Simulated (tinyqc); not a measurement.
Valley-orbit splitting of a donor ground state, with strain: one step, computed by the program tinyqc.

The basis is the 1s envelope in each valley; energies are counted from the unstrained conduction-band edge. The strain is e_s (a a^T - 1/3) for the unit stress axis a, so valley j along n_j moves by Xi_u e_s w_j with w_j = (n_j.a)^2 - 1/3: +1/3 for [111] and [-1-11], -1/3 for the others.

Problem. Levels and ground state under strain. Diagonalise H; the ground vector has positive components. The density at the nucleus, and so the contact hyperfine coupling, scales as (sum_j c_j)^2/(number of valleys), which is 1 without strain; the envelopes are held fixed.

Valleys: four along <111>. Stress axis: [110].

H (meV):
```
            [111]    [1-1-1]    [-11-1]   [-1-11]
[111]    -4.52667   -0.63000   -0.63000  -0.63000
[1-1-1]  -0.63000  -16.77333   -0.63000  -0.63000
[-11-1]  -0.63000   -0.63000  -16.77333  -0.63000
[-1-11]  -0.63000   -0.63000   -0.63000  -4.52667
```

Give: levels; valley amplitudes of the ground state; hyperfine ratio A/A_0.

Solution.

levels (meV): -17.532  -16.143  -5.028  -3.897

valley amplitudes of the ground state: [111] 0.07163, [1-1-1] 0.70347, [-11-1] 0.70347, [-1-11] 0.07163

hyperfine ratio A/A_0 = 0.60077
